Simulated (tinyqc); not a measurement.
Inside a calculation: strain-driven crossing of the Gamma and L valleys in a germanium-like crystal. Values are carried at full precision from step to step, so a last printed digit may differ when a step is redone from the rounded ones.

Biaxial loads: e0 is the in-plane strain e_par and the normal is free. (001): e_perp = -2 (C12/C11) e_par; exx = eyy = e_par, ezz = e_perp, no shear. (111): e_perp = -(2 C11 + 4 C12 - 4 C44)/(C11 + 2 C12 + 4 C44) e_par; exx = eyy = ezz = (2 e_par + e_perp)/3 and exy = eyz = ezx = (e_perp - e_par)/3. (110): e_perp = -(C11 + 3 C12 - 2 C44)/(C11 + C12 + 2 C44) e_par; exx = eyy = (e_par + e_perp)/2, ezz = e_par, exy = (e_perp - e_par)/2, eyz = ezx = 0. Uniaxial loads: a stress along n, scaled so that n.e.n = e0, with exx = s11 sxx + s12 (syy + szz), exy = s44 sxy/2, s11 = (C11 + C12)/((C11 - C12)(C11 + 2 C12)), s12 = -C12/((C11 - C12)(C11 + 2 C12)), s44 = 1/C44.

Constants: kB = 8.617333262e-05 eV/K; hc = 1239.841984 eV nm.

Values chosen for the exercise (near those of Ge, gaps at low temperature; not measured data): C11 = 129.6 GPa; C12 = 48.4 GPa; C44 = 66.8 GPa; load = biaxial (111) (kind of strain); e0 = 0.0179 (size of the strain); Eg = 0.898 eV (gap at Gamma to the s-like level); EgL = 0.734 eV (gap to L); Dso = 0.295 eV (spin-orbit splitting); ac = -8.37 eV (conduction deformation potential); av = 1.23 eV (valence hydrostatic potential); b = -2.52 eV (tetragonal shear potential); d = -5.35 eV (trigonal shear potential); aL = -1.75 eV (hydrostatic potential of the L edge, Xd + Xu/3); XuL = 16.02 eV (uniaxial potential, L); mG = 0.0425 m0 (mass at Gamma); mL = 0.545 m0 (density-of-states mass of the four L valleys together); T = 77 K (temperature).

## The strain tensor for a biaxial (111) load

Form the tensor and its trace.

strain tensor in the cubic axes, rows x, y, z and columns alike:
$$\begin{pmatrix}
0.009690 & -0.008210 & -0.008210 \\
-0.008210 & 0.009690 & -0.008210 \\
-0.008210 & -0.008210 & 0.009690
\end{pmatrix}$$

tr(e) = 0.029069

## Band edges

Edges from the unstrained valence top: Gamma at Eg + ac tr(e); an L valley with unit axis u at EgL + aL tr(e) + XuL (u.e.u - tr(e)/3), u along [111], [1-1-1], [-11-1], [-1-11]; valence edges are the levels of the 6 x 6 matrix of X, Y, Z times spin with -Dso/3 + l exx + m (eyy + ezz) on the diagonal (cyclic), n exy off it, l = av + 2 b, m = av - b, n = sqrt(3) d. Spin-orbit term (Dso/3) L.sigma on X, Y, Z with (L_k)_ij = -i epsilon_kij: <X+|H|Y+> = -i Dso/3, <X+|H|Z-> = Dso/3, <Y+|H|Z-> = -i Dso/3, <Z+|H|X-> = -Dso/3, <Z+|H|Y-> = i Dso/3, <X-|H|Y-> = i Dso/3, and their conjugates; + and - are the spin along z.

Give the edges and the direct and indirect gaps from the top valence edge.

Gamma edge = 0.6547 eV

L edges (eV): [111] 0.4201, [1-1-1] 0.7708, [-11-1] 0.7708, [-1-11] 0.7708

valence edges from the top (eV): [0.1408, -0.0403, -0.2882]

direct and indirect gap (eV): [0.5139, 0.2793]

The gap is indirect: Gamma lies 235 meV above the lowest L valley. The top two valence edges are 181 meV apart.

## Electrons in the Gamma valley

Non-degenerate, parabolic: share = mG^(3/2)/(mG^(3/2) + (mL^(3/2)/4) sum_i exp(-(E_Li - E_Gamma)/kT)). Also the offset at which four equal L valleys hold half of the electrons, kT ln((mL/mG)^(3/2)), and the wavelength hc/E of the direct gap.

(mL/mG)^(3/2) = 45.92
share in Gamma = 3.84e-15 %
offset for an even split = 25.4 meV
wavelength = 2413 nm

With the L valleys as they lie here, Gamma must be 16 meV below the lowest of them to hold half of the electrons at 77 K; it lies 235 meV above. A direct gap alone is not enough.

Computed by tinyqc, a small Python program: `OMP_NUM_THREADS=1 python tinyqc.py 1080620 1080621 out.jsonl` (the numbers bound the seed that draws the inputs); one thread of a shared host (Intel(R) Xeon(R) Processor @ 2.30GHz), about 0.02 s for the whole set of steps.
